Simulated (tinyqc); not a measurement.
# Junctionless gate-all-around wire, depletion approximation: two studies

A uniformly doped n-type wire of radius R under a surrounding gate; long channel. Below flat band a shell from radius rc to R is fully depleted and the neutral core, at channel potential V (0 at the source, Vd at the drain), carries the current with constant mobility; s = (rc/R)^2 is the share of the cross-section that conducts. The edge of the depleted shell is taken as abrupt, so there is no subthreshold current.

Parameters, values chosen for the exercise; material values close to those of gallium nitride:
```
symbol   value        unit                                      meaning
eps_r     9.61               relative permittivity of the semiconductor
eox        7.5              relative permittivity of the gate insulator
tox          5          nm                          insulator thickness
R           15          nm                                  wire radius
Nd      2.7e18       cm^-3                                donor density
Vfb       1.17           V                            flat-band voltage
mu          40  cm^2/(V s)               effective mobility in the wire
L            1          um                                  gate length
```

Constants: q = 1.602176634e-19 C, eps0 = 8.8541878128e-14 F/cm where lengths are in cm. Results are converted to the units shown.

Each table varies one quantity; the others keep the values above.

## Effect of the insulator thickness on the threshold

Cox = eps0 eox/(R ln(1 + tox/R)); A = q Nd R^2/(4 eps0 eps_r); B = q Nd R/(2 Cox); VT = Vfb - A - B. The flat-band conductance is G0 = q mu Nd pi R^2/L.

The same in every row: A (V) = 0.2860; G0 (uS) = 1.223.

Effect of the insulator thickness on the threshold:
```
tox (nm)  Cox (uF/cm^2)    B (V)  VT (V)
1.7               4.124  0.07868  0.8053
2.4               2.983   0.1088  0.7753
3.5               2.111   0.1537  0.7303
5                 1.539   0.2108  0.6732
7.2               1.129   0.2873  0.5967
10               0.8667   0.3744  0.5097
15               0.6387   0.5080  0.3761
```

As tox goes from 1.7 to 15 nm, VT falls from 0.805 to 0.376 V and G0 stays at 1.22 uS. A + B goes on average as tox^(0.36). The device is normally off (VT > 0) in 7 of the 7 rows.

## Effect of the donor density on the threshold

Same model as above.

The same in every row: Cox (uF/cm^2) = 1.539.

Results:
```
Nd (cm^-3)    A (V)    B (V)   VT (V)  G0 (uS)
3.4e17      0.03601  0.02655    1.107   0.1540
5.7e17      0.06037  0.04451    1.065   0.2582
9.7e17       0.1027  0.07574   0.9915   0.4394
2.8e18       0.2966   0.2186   0.6548    1.268
4.8e18       0.5084   0.3748   0.2868    2.174
8.1e18       0.8579   0.6325  -0.3204    3.669
```

Estimate the missing row, Nd = 1.7e18 cm^-3.

Computed row:
```
Nd (cm^-3)   A (V)   B (V)  VT (V)  G0 (uS)
1.7e18      0.1801  0.1327  0.8572   0.7701
```

With this row back in the table: As Nd goes from 3.4e17 to 8.1e18 cm^-3, VT falls from 1.11 to -0.320 V and G0 rises from 0.154 to 3.67 uS. A + B goes on average as Nd^(1.00). The device is normally off (VT > 0) in 6 of the 7 rows. More conductance costs threshold voltage: the same dopants that conduct must be depleted.

Program tinyqc, `OMP_NUM_THREADS=1 python tinyqc.py 2460122 2460123 out.jsonl`; Intel Xeon 2.30GHz, shared host, one thread, about 0.01 s.
